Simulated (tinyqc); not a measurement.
## Pinning of the barrier by interface states

Cowley-Sze model with the space charge neglected: phiB = S (phiM - chi) + (1 - S)(Eg - phi0), S = 1/(1 + q Dit dl/(eps0 ei)), dl in cm.

Values chosen for this exercise; band and dielectric values close to those of gallium arsenide:
```
symbol,value,unit,meaning
Eg,1.4,eV,band gap
chi,4.05,eV,electron affinity
dl,0.3,nm,thickness of the interfacial layer
ei,1,,relative permittivity of the interfacial layer
phi0,0.72,eV,neutral level above the valence band
phiM,4.46,eV,metal work function
```

Constants: q = 1.602176634e-19 C, eps0 = 8.8541878128e-14 F/cm where lengths are in cm. Results are converted to the units shown.

Pinning of the barrier by interface states:
```
Dit (cm^-2 eV^-1),S,phiB (eV),change of phiB for 0.5 eV more work function (eV)
1e11,0.9946,0.4115,0.4973
3e11,0.9840,0.4143,0.4920
1e12,0.9485,0.4239,0.4743
3e12,0.8600,0.4478,0.4300
1e13,0.6481,0.5050,0.3241
3e13,0.3804,0.5773,0.1902
1e14,0.1556,0.6380,0.07778
3e14,0.05785,0.6644,0.02893
1e15,0.01809,0.6751,0.009044
```

What does the table show?

S falls from 0.995 to 0.0181, passing 1/2 at Dit = eps0 ei/(q dl) = 1.84e13 cm^-2 eV^-1. The barrier rises from 0.411 to 0.675 eV, from near the Schottky-Mott value phiM - chi = 0.410 eV towards the pinned value Eg - phi0 = 0.680 eV.

tinyqc, about 0.07 s, one thread, Intel Xeon 2.30GHz (shared host): `OMP_NUM_THREADS=1 python tinyqc.py 2020090 2020091 out.jsonl`
